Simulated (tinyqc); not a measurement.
# Worked calculation: CMOS latch-up, two-transistor model

tinyqc, about 0.07 s, one thread, Intel Xeon 2.30GHz (shared host): `OMP_NUM_THREADS=1 python tinyqc.py 2670133 2670134 out.jsonl` Printed values are rounded.

A parasitic pnp (emitter at Vdd, base shunted by Rw) and npn (emitter at ground, base shunted by Rs) feed each other: the npn collector current flows out of the pnp base node, the pnp collector current into the npn base node. Forward-active transistors with constant gains: Icn = Isn exp(Vn/Vt), Icp = Isp (exp(Vp/Vt) - 1). A current Ii is injected into the npn base node.

Values chosen for this exercise; values close to those of bulk CMOS: temperature T = 273 K; current gain of the npn bn = 20.7; current gain of the pnp bp = 3.7; saturation current of the npn at T Isn = 7.4e-18 A; saturation current of the pnp at T Isp = 1.3e-17 A; substrate resistance shunting the npn Rs = 1000 ohm; well resistance shunting the pnp Rw = 2500 ohm; resistance from the pnp collector to the npn base R2 = 120 ohm; base-emitter voltage in the on state Von = 0.79 V; saturation voltage Vsat = 0.19 V; supply voltage Vdd = 1.2 V; current injected into the substrate Ii = 0.529 mA.

Constants: q = 1.602176634e-19 C, kB = 1.380649e-23 J/K, Vt = kB T/q. Results are converted to the units shown.

## Holding current and voltage

On state with both base-emitter voltages at Von: npn base current Ib = (Von/Rs + bp Von/Rw)/(bn bp - 1), holding current Ih = (bn + 1) Ib + Von/Rs, holding voltage Vh = Vsat + Von + R2 (Ib + Von/Rs).

bn bp = 76.59
Ib = 0.0259188 mA
Ih = 1.35244 mA
Vh = 1.07791 V

Vh is below Vdd = 1.2 V, so the supply can sustain a latched state.

## The off branch

Vn, point 0 to 7 (V): 0.532  0.612  0.662  0.692  0.712  0.732  0.747  0.762

Node equations: Vp/Rw + Icp/bp = Icn and Vn/Rs + Icn/bn = Icp + Ii. Loop gain G = gn gp/[(1/Rw + gp/bp)(1/Rs + gn/bn)], gn = Icn/Vt, gp = (Icp + Isp)/Vt; the off state ends where G = 1, and Ii there is the trigger current. For each Vn: Icn, then Vp from the first equation, then Ii from the second.

```
point	Icn (mA)	Vp (V)	Icp (mA)	Ii (mA)	G
0	4.9016e-5	1.2254e-4	6.7892e-17	0.53200	2.8931e-15
1	0.0014696	0.0036740	2.1973e-15	0.61207	1.0058e-13
2	0.012309	0.030773	3.5088e-14	0.66259	2.6079e-12
3	0.044061	0.11015	1.3912e-12	0.69413	2.5630e-10
4	0.10310	0.25776	7.4524e-10	0.71698	2.8644e-7
5	0.24126	0.60201	0.0016882	0.74197	1.1734
6	0.45645	0.73993	0.59377	0.17528	35.003
7	0.86358	0.76916	2.0569	-1.2532	48.159
```

Ii peaks at 0.7420 mA, at Vn = 0.7318 V where G = 1; beyond it the loop feeds itself.

## Iteration 1: response to the injected current, once round the loop per iteration

Vn at the start = 0.58 V

Icn = Isn exp(Vn/Vt); Vp solves Vp/Rw + Icp/bp = Icn; Vn(new) solves Vn/Rs + (Isn/bn) exp(Vn/Vt) = Icp + Ii.

Icn = 3.77097e-4 mA
Vp = 9.42742e-4 V
Icp = 5.31535e-16 mA
Vn after iteration 1 = 0.528998 V

## Course of the iteration: response to the injected current, once round the loop per iteration

Stop when Vn changes by less than 1e-9 V, or after 150 iterations. Vn must stay below 1.1 V.

Course of the iteration:
```
iteration	Vn (V)	|change| (V)
1	0.528998	0.0510
2	0.528998	< 1e-14
```

Converged in 2 iterations. An off state exists, since Ii is below the trigger current, the largest Ii that the node equations allow, 0.7420 mA.
